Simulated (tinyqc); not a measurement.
From results to parameters: two-site tight-binding chain. Computed by the program tinyqc.

Problem. A two-site chain has site energies +delta (A) and -delta (B) and hoppings t1 > t2 > 0, so E = +/- sqrt(delta^2 + |t1 + t2 exp(-ika)|^2). Find delta, t1 and t2.

upper band at k = 0 = 3.161803 eV
upper band at the zone edge = 0.715122 eV
weight of the upper band on site A at the zone edge = 0.968451

Solution. The weight on A is (1 + delta/E)/2, which gives delta; then t1 + t2 = sqrt(E(0)^2 - delta^2) and t1 - t2 = sqrt(E(edge)^2 - delta^2).

delta, t1, t2 (eV): 0.6700  1.6700  1.4200
